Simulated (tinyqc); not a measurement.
Tunnelling through a two-layer gate stack, WKB transmission and Tsu-Esaki current: current against voltage.

Electrons leave the emitter at x = 0. Energies E (motion across the layers) are in eV from the emitter Fermi level; the collector Fermi level lies at -V and offers states at every E. No charge in the dielectric and no image force: F1 = V/(t1 + t2 eps1/eps2), F2 = F1 eps1/eps2; U = phi1 - F1 x in layer 1 and phi2 - F1 t1 - F2 (x - t1) in layer 2. With C = hbar^2/(2 m0), kappa = sqrt(m (U - E)/C) where U > E and 0 elsewhere; T(E) = exp(-S), S = 2 times the integral of kappa over x.

Each layer adds (2/F) sqrt(m/C) [G(u at its left edge) - G(u at its right edge)] to S, with u = U - E (0 where negative) and G(u) = (2/3) u^1.5. J = J0 times the integral of T(E) N(E) dE, N = ln[(1 + exp(-E/Vt))/(1 + exp((-E - V)/Vt))], J0 = q^2 me m0 kB T/(2 pi^2 hbar^3) (times 1e-4 for A/cm^2 per eV), from E = -Ef to far above the barrier (T = 1 there), by quadrature converged to the digits shown.

Inputs (values chosen for the exercise); layer 1 close to aluminium oxide, layer 2 close to hafnium oxide: temperature T = 400 K; Fermi energy of the emitter above its band bottom Ef = 0.16 eV; emitter mass in the supply function me = 1 m0; barrier of layer 1 above the emitter Fermi level at zero bias phi1 = 2.64 eV; tunnelling mass of layer 1 m1 = 0.39 m0; thickness of layer 1 t1 = 0.8 nm; relative permittivity of layer 1 eps1 = 9.12; barrier of layer 2 at zero bias phi2 = 1.51 eV; tunnelling mass of layer 2 m2 = 0.21 m0; thickness of layer 2 t2 = 2.6 nm; relative permittivity of layer 2 eps2 = 22.

Constants: q = 1.602176634e-19 C, kB = 1.380649e-23 J/K, hbar = 1.054571817e-34 J s, m0 = 9.1093837015e-31 kg, Vt = kB T/q, hbar^2/(2 m0) = 0.0380998212 eV nm^2. Results are converted to the units shown.

Result of one run:

| S at E = 0 | T(E = 0) | J (A/cm^2) | mean E of the current (eV) |
|---|---|---|---|
| 18.48 | 9.434e-9 | 1.167 | -0.05846 |

Which voltage across the dielectric V gave this result: 0.77, 1.06, 1.35 or 2.21 V?

V = 1.06 V.

The whole series:

| V (V) | S at E = 0 | T(E = 0) | J (A/cm^2) | mean E of the current (eV) |
|---|---|---|---|---|
| 0.2 | 22.52 | 1.651e-10 | 0.02249 | -0.06729 |
| 0.49 | 21.29 | 5.646e-10 | 0.07607 | -0.06602 |
| 0.77 | 19.99 | 2.072e-9 | 0.2694 | -0.06318 |
| 1.06 | 18.48 | 9.434e-9 | 1.167 | -0.05846 |
| 1.35 | 16.67 | 5.767e-8 | 6.671 | -0.04702 |
| 1.64 | 14.06 | 7.842e-7 | 75.35 | -0.03107 |
| 1.92 | 11.89 | 6.879e-6 | 726.9 | -0.04616 |
| 2.21 | 10.27 | 3.449e-5 | 4031 | -0.05662 |
| 2.5 | 9.095 | 1.123e-4 | 1.441e4 | -0.06412 |

J rises from 0.0225 to 14400 A/cm^2, by 1.83 decades a volt between the first two rows and 1.91 between the last two. From V = 1.64 V on (among the rows) a band edge falls below the emitter Fermi level, so electrons at E = 0 no longer cross the full thickness. In 3 of the 9 rows the field exceeds 10 MV/cm (up to 13.3), more than most dielectrics sustain; the model ignores breakdown.

Computed by the program tinyqc: `OMP_NUM_THREADS=1 python tinyqc.py 2540097 2540098 out.jsonl`, one thread of a shared Intel Xeon 2.30GHz, about 0.03 s for the whole run.
